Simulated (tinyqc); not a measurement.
Changing the test frequency f: admittance spectroscopy and thermally stimulated current of one trap level in a depletion layer. Computed by tinyqc, a small Python program. Command: `OMP_NUM_THREADS=1 python tinyqc.py 3111749 3111750 out.jsonl admit sweep`. One thread of a shared host (Intel(R) Xeon(R) Processor @ 2.30GHz), about 0.01 s of CPU time with the checks.

A Schottky junction on n-type material holds one donor-like electron trap; shallow donors are fully ionised and abrupt depletion edges are assumed.

Inputs (values chosen for the exercise, modelled on n-type GaN): dielectric constant eps = 9.32; density-of-states mass m = 0.206 m_0; shallow doping N = 1.5e+16 1/cm^3; trap density N_t = 6.1e+15 1/cm^3; trap depth E_t below the band = 0.565 eV; capture cross section sigma = 8.8e-15 cm^2; band bending V_b = 2.2 V.

Constants: k_B = 1.380649e-23 J/K; m_0 = 9.1093837015e-31 kg; h = 6.62607015e-34 J s; k_B = 8.617333262e-05 eV/K; eps_0 = 8.8541878128e-12 F/m; e = 1.602176634e-19 C.

Method:
- N_c = 2 (2 pi m k_B T/h^2)^(3/2), v_th = sqrt(3 k_B T/m), emission rate e_n = sigma v_th N_c exp(-E_t/(k_B T)).
- Where the level crosses the Fermi level capture equals emission, so the trap follows the signal with the rate 2 e_n; G/omega peaks at omega = 2 e_n (the correction for large N_t/N is left out).
- Solve 2 e_n(T_p) = 2 pi f.
- With E_c - E_F = k_B T_p ln(N_c/N): lambda = sqrt(2 eps eps_0 (E_t - (E_c - E_F))/(e^2 N)); traps are empty and charged for x < x_t = w - lambda, and V_b = e (N w^2 + N_t x_t^2)/(2 eps eps_0). High frequency: C_hf = eps eps_0/w. Low frequency: C_lf = eps eps_0 (N + N_t)/(N w + N_t x_t).

One run for each value; columns: (1) test frequency f (Hz); (2) peak temperature T_p (K); (3) step (C_lf - C_hf)/C_hf; (4) E_c - E_F = k_B T_p ln(N_c/N) (eV); (5) lambda (nm):
```
(1)         (2)     (3)     (4)    (5)
1.00e+01  280.0  0.1590  0.1194  174.9
7.00e+01  303.2  0.1566  0.1324  172.4
5.00e+02  330.6  0.1535  0.1481  169.2
4.00e+03  365.2  0.1496  0.1683  165.1
3.00e+04  406.0  0.1446  0.1926  159.9
2.00e+05  453.0  0.1387  0.2214  153.6
1.00e+06  501.8  0.1321  0.2518  146.7
1.00e+07  591.1  0.1189  0.3092  132.5
```

Over the rows, peak temperature T_p (K) rises from 280 to 591 (exponent d ln y / d ln x 0.041 between the first rows and 0.071 between the last); step (C_lf - C_hf)/C_hf falls from 0.159 to 0.119 (exponent d ln y / d ln x -0.0081 between the first rows and -0.046 between the last); E_c - E_F = k_B T_p ln(N_c/N) (eV) rises from 0.119 to 0.309 (exponent d ln y / d ln x 0.053 between the first rows and 0.089 between the last).

Caution (all rows): N_t/N is not small, so the peak moves away from omega = 2 e_n.

Extremes, crossings and ranges named in words are read from the listed rows.
